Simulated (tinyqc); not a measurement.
Admittance spectroscopy and thermally stimulated current of one trap level in a depletion layer: one step, computed by the program tinyqc. Command: `OMP_NUM_THREADS=1 python tinyqc.py 3110304 3110305 out.jsonl admit walk`. One thread of a shared host (Intel(R) Xeon(R) Processor @ 2.30GHz), about 0.01 s of CPU time with the checks.

A Schottky junction on n-type material holds one donor-like electron trap; shallow donors are fully ionised and abrupt depletion edges are assumed.

Question. The capacitance step. With E_c - E_F = k_B T_p ln(N_c/N): lambda = sqrt(2 eps eps_0 (E_t - (E_c - E_F))/(e^2 N)); traps are empty and charged for x < x_t = w - lambda, and V_b = e (N w^2 + N_t x_t^2)/(2 eps eps_0). High frequency: C_hf = eps eps_0/w. Low frequency: C_lf = eps eps_0 (N + N_t)/(N w + N_t x_t).

Inputs (values chosen for the exercise, modelled on n-type germanium):
```
quantity                         value    unit
dielectric constant eps           15.9       -
shallow doping N               1.1e+16  1/cm^3
trap density N_t               5.1e+15  1/cm^3
trap depth E_t below the band    0.266      eV
band bending V_b                  0.38       V
```

E_c - E_F = k_B T_p ln(N_c/N) = 0.1055298 eV

Constants: eps_0 = 8.8541878128e-12 F/m; e = 1.602176634e-19 C.

Give: lambda; depletion width w; crossing point x_t; C_hf; C_lf; step (C_lf - C_hf)/C_hf; small-N_t estimate (N_t/N)(lambda/w).

Answer.

lambda = 160.1 nm

depletion width w = 240.3 nm

crossing point x_t = 80.16 nm

C_hf = 58.59 nF/cm^2

C_lf = 74.27 nF/cm^2

step (C_lf - C_hf)/C_hf = 0.2676

small-N_t estimate (N_t/N)(lambda/w) = 0.3090

Reading N_t/N straight from the step would give 0.268 against the true 0.464: the factor lambda/w must be known. Caution: N_t/N is not small, so the peak moves away from omega = 2 e_n.
